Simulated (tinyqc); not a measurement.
Inside a calculation. Model: superjunction drift layer against a plain one, charge balance.

Numbers from tinyqc (`OMP_NUM_THREADS=1 python tinyqc.py 2590005 2590006 out.jsonl`; about 0.01 s on one thread of a shared Intel Xeon 2.30GHz). Printed values are rounded.

Alternating n and p pillars of equal width wp, doping N and length Lp. When depleted, the lateral field peaks at Ex = q N wp/(2 eps0 eps_r) at the pillar junctions and a uniform vertical field Ey is added; breakdown is taken where Ex^2 + Ey^2 = Ef^2. Only the n pillars conduct, narrowed by the zero-bias depletion. A first-order model: the field peaks at the pillar ends are left out.

Parameters, values chosen for the exercise; values close to those of gallium nitride:
```
symbol  value        unit                                     meaning
eps_r    9.75              relative permittivity of the semiconductor
E16      3.07       MV/cm    critical field at a doping of 1e16 cm^-3
mx       1120  cm^2/(V s)                      mobility at low doping
mi       59.4  cm^2/(V s)                     mobility at high doping
Nr       2e17       cm^-3            reference doping of the mobility
BV       3300           V                    wanted breakdown voltage
wp        1.5          um                        width of each pillar
Ef        2.8       MV/cm           critical field inside the pillars
a        0.74                     lateral peak field as a share of Ef
Vb        2.8           V    built-in voltage of the pillar junctions
dl       -5.7           %                charge imbalance (Nn - Np)/N
```

Constants: q = 1.602176634e-19 C, eps0 = 8.8541878128e-14 F/cm where lengths are in cm. Results are converted to the units shown.

## Iteration 1: doping of the plain drift layer

N at the start = 1e14 cm^-3

Ec(N) = E16 (N/1e16 cm^-3)^(1/8); N(new) = eps0 eps_r Ec(N)^2/(2 q BV).

Ec = 1.726388 MV/cm
N after iteration 1 = 2.433189e15 cm^-3

## Iteration 2: doping of the plain drift layer

As before.

Ec = 2.572826 MV/cm
N after iteration 2 = 5.404054e15 cm^-3

## Course of the iteration: doping of the plain drift layer

Stop when N changes by less than 1e8 cm^-3, or after 40 iterations.

Course of the iteration:

| iteration | N (cm^-3) | \|change\| (cm^-3) |
|---|---|---|
| 1 | 2.433189e15 | 2.33e15 |
| 2 | 5.404054e15 | 2.97e15 |
| 3 | 6.597140e15 | 1.19e15 |
| 4 | 6.934493e15 | 3.37e14 |
| 5 | 7.021493e15 | 8.70e13 |
| 6 | 7.043413e15 | 2.19e13 |
| 7 | 7.048903e15 | 5.49e12 |
| 8 | 7.050277e15 | 1.37e12 |
| 9 | 7.050620e15 | 3.43e11 |
| 10 | 7.050706e15 | 8.58e10 |
| 11 | 7.050727e15 | 2.15e10 |
| 12 | 7.050733e15 | 5.37e9 |
| 13 | 7.050734e15 | 1.34e9 |
| 14 | 7.050734e15 | 3.35e8 |
| 15 | 7.050734e15 | 8.38e7 |

Converged in 15 iterations. At the end each change is about 0.25 times the one before: linear convergence.

## Thickness and resistance of the plain layer

N of the plain layer = 7.050734e15 cm^-3

Ec(N) = E16 (N/1e16 cm^-3)^(1/8), mu(N) = mi + (mx - mi)/(1 + (N/Nr)^0.9). W = 2 BV/Ec, Rsp = W/(q mu N).

mu = 1070.209 cm^2/(V s)
W = 22.45827 um
Rsp = 1.857646 mohm cm^2

## Design of the pillars

Ex = a Ef gives N = 2 eps0 eps_r a Ef/(q wp); Ey = Ef sqrt(1 - a^2); Lp = BV/Ey; xd = sqrt(eps0 eps_r Vb/(q N)) on each side; Rsp = 2 Lp/(q mu(N) N (1 - 2 xd/wp)). mu(N) = mi + (mx - mi)/(1 + (N/Nr)^0.9).

N = 1.488577e17 cm^-3
Ey = 1.883299 MV/cm
Lp = 17.52244 um
xd = 0.1006734 um
Rsp = 0.2572485 mohm cm^2

The pillars have an aspect ratio of 11.7. Their doping is 21.1 times, and their Rsp 0.138 times, that of the plain layer.

## Loss of breakdown voltage by imbalance

An imbalance dl leaves the mean net doping |dl| N/2, which tilts the vertical field by s = q |dl| N/(2 eps0 eps_r): BV(dl) = Ey Lp - s Lp^2/2, or Ey^2/(2 s) if the field reaches zero inside the pillar.

tilt s = 78.73600 kV/(cm um)
BV(dl) = 2091.261 V
loss = 36.62846 %
